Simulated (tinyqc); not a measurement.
Energy and delay of logic against supply voltage: one step of the calculation.

One expression serves below and above threshold: I(Vg) = Ik [ln(1 + exp((Vg - VT + dd V)/(al nf Vt)))]^al, with I_on = I(V) and I_off = I(0). Gate delay td = kd C V/I_on, clock period LD td. Per gate and cycle the switching energy is act C V^2 and the leakage energy I_off V LD td. No short-circuit current, no variation. Minima are sought above 0.09 V; below a few Vt gates no longer switch and the model has no meaning.

Problem. New V. Minimum-energy supply: E(V) is the energy per gate and cycle; with h = 0.001 V, E' = (E(V + h) - E(V - h))/(2 h), E'' = (E(V - h) - 2 E(V) + E(V + h))/h^2, V(new) = V - E'/E''.

Inputs (values chosen for the exercise); values of the order met in logic technologies:
- T = 378 K (temperature)
- VT = 0.38 V (threshold voltage at zero drain bias)
- nf = 1.31 (slope factor)
- dd = 0.05 (barrier lowering per volt of supply)
- Ik = 2.9 uA (specific current of a gate)
- al = 1.54 (exponent of the current law)
- C = 0.35 fF (load capacitance of a gate)
- kd = 0.9 (delay factor)
- LD = 20 (logic depth)
- act = 0.05 (activity factor)

Constants: q = 1.602176634e-19 C, kB = 1.380649e-23 J/K, Vt = kB T/q. Results are converted to the units shown.

V at the start = 0.36 V

Give: E'; E''; V after iteration 1.

Solution.

E' = 9.186 aJ/V
E'' = 87.43 aJ/V^2
V after iteration 1 = 0.2549 V

tinyqc, about 0.01 s, one thread, Intel Xeon 2.30GHz (shared host): `OMP_NUM_THREADS=1 python tinyqc.py 2082135 2082136 out.jsonl`
